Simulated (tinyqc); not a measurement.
Worked calculation: microkinetic model of low-temperature epitaxy from hydride gases: adsorption, hydrogen desorption and rate control. Computed by tinyqc, a small Python program that keeps every step. Command: `OMP_NUM_THREADS=1 python tinyqc.py 3026362 3026363 out.jsonl hepi walk`. One thread of a shared host (Intel(R) Xeon(R) Processor @ 2.30GHz), about 0.01 s of CPU time with the checks. Intermediate numbers are printed to about 5 digits and carried at full precision; extremes and crossings named in words are read from the listed rows.

Each hydride molecule needs two free sites and leaves four hydrogen atoms, of which two leave at once as H2; theta is the hydrogen coverage, the site density is 6.78 per nm^2 and one layer is 1.358 angstrom thick.

Inputs (values chosen for the exercise, close to those used for silane on Si(001)): silane pressure p_S = 0.017 Pa; sticking prefactor of silane s0 = 0.12; adsorption barrier E_s = 0.25 eV; desorption prefactor nu_d = 2.7e+12 1/s; desorption energy on silicon E_d = 2.11 eV; hydrogen carrier pressure p_H = 0 Pa; sticking of hydrogen s_H = 3.2e-08; temperature T = 570 C.

Film: silicon. Order of hydrogen desorption: first.

Constants: k_B = 8.617333262e-05 eV/K; u = 1.6605390666e-27 kg; k_B = 1.380649e-23 J/K.

## Rate constants

Flux per site F = p/(sqrt(2 pi M k_B T) x 6.78e18 per m^2), M = 32.12 u (silane), 2.016 u (hydrogen); s = s0 exp(-E_s/(k_B T)); k_S = s F_S = k; k_H = s_H F_H; k_d = nu_d exp(-E_d/(k_B T)). Temperatures in kelvin are T(C) + 273.15.

k = 0.15434 1/s

k_H = 0 1/s

k_d = 0.65950 1/s

## Coverage and growth rate

With k the hydride and k_H the hydrogen adsorption rate on free pairs and k_d the desorption rate, steady state: 2 (k + k_H)(1 - theta)^2 = k_d theta; growth rate R = k (1 - theta)^2 layers/s; 1 layer/s = 8.148 nm/min. With c = 2 (k + k_H)/k_d the free share is 1 - theta = 2/(1 + sqrt(1 + 4c)).

c = 0.46804

hydrogen coverage theta = 0.25782

growth rate R in layers = 0.085015 layers/s

growth rate G = 0.69270 nm/min

Adsorption and desorption share control.

## Degrees of rate control

X_i = d ln R/d ln k_i at fixed other constants. With f = 1 - theta and a = 2/f + 1/theta: d ln f/d ln k_d = 1/(a f), so X_d = 2/(a f), X_k = 1 - X_d k/(k + k_H), X_H = -X_d k_H/(k + k_H); they sum to 1.

X_d (desorption) = 0.40994

X_k (hydride adsorption) = 0.59006

X_H (hydrogen adsorption) = 0

## Two regimes over temperature

Limits: desorption-limited R = k_d k/(2 (k + k_H)), adsorption-limited R = k.

Growth:
```
T (C)       theta  G (nm/min)  desorption limit (nm/min)  adsorption limit (nm/min)
400    9.4695e-01  1.6613e-03                 1.7543e-03                     0.5903
450    8.4538e-01  1.8341e-02                 2.1695e-02                     0.7672
500    6.4069e-01  1.2416e-01                 1.9380e-01                     0.9617
550    3.6066e-01  4.7852e-01                 1.3268e+00                     1.1707
600    1.4087e-01  1.0266e+00                 7.2874e+00                     1.3908
650    4.4429e-02  1.4787e+00                 3.3282e+01                     1.6193
700    1.3862e-02  1.8025e+00                 1.3003e+02                     1.8536
750    4.6589e-03  2.0718e+00                 4.4469e+02                     2.0912
800    1.7125e-03  2.3223e+00                 1.3561e+03                     2.3303
850    6.8512e-04  2.5657e+00                 3.7448e+03                     2.5692
```

The apparent activation energy of G is 2.01 eV between the first rows and 0.21 eV between the last; full hydrogen cover gives a value near the desorption energy (plus E_s where k_H far exceeds k), a bare surface one near E_s less k_B T/2 from the flux. The coverage passes one half between 500 and 550 C, the knee of the Arrhenius plot.

Checks made by the program: steady coverage against time integration of d theta/dt (relative difference below 1e-10); degree of control against a finite difference (relative difference below 1e-10).
